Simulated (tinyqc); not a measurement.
# Schottky emission and Poole-Frenkel conduction in an insulator, and how to tell them apart: effect of temperature

Schottky emission (electrode-limited): J = As T^2 exp[-(pb - b sqrt(F))/Vt], b = sqrt(q/(4 pi eps0 ei)). Poole-Frenkel emission (bulk-limited): J = s0 F exp[-(pt - 2 b sqrt(F))/Vt]. F in V/cm.

Both formulas at the same field.

Inputs (values chosen for the exercise); dielectric values close to those of zirconium oxide:
- ei = 4.81 (high-frequency relative permittivity)
- pt = 1.38 eV (trap depth)
- s0 = 0.85 S/cm (Poole-Frenkel prefactor)
- pb = 1.29 eV (electrode barrier)
- As = 58 A/(cm^2 K^2) (Richardson constant)
- F = 0.9 MV/cm (field)

Constants: q = 1.602176634e-19 C, kB = 1.380649e-23 J/K, Vt = kB T/q, eps0 = 8.8541878128e-14 F/cm where lengths are in cm. Results are converted to the units shown.

Effect of temperature:
```
T (K)  J, Schottky (A/cm^2)  J, Poole-Frenkel (A/cm^2)    ratio
225               1.777e-19                  2.120e-18  0.08383
260               5.889e-16                  3.144e-15   0.1873
300               6.370e-13                  1.643e-12   0.3877
340               1.374e-10                  1.969e-10   0.6977
380                9.800e-9                   8.615e-9    1.138
420                3.164e-7                   1.835e-7    1.724
475                1.484e-5                   5.308e-6    2.796
```

What does the comparison show?

The Schottky current grows by 13.9 decades and the Poole-Frenkel current by 12.4, as their lowered barriers are 1.13 and 1.05 eV. A tunnelling current would hardly change over this range.

Computed by the program tinyqc: `OMP_NUM_THREADS=1 python tinyqc.py 2370064 2370065 out.jsonl`, one thread of a shared Intel Xeon 2.30GHz, about 0.01 s for the whole run.
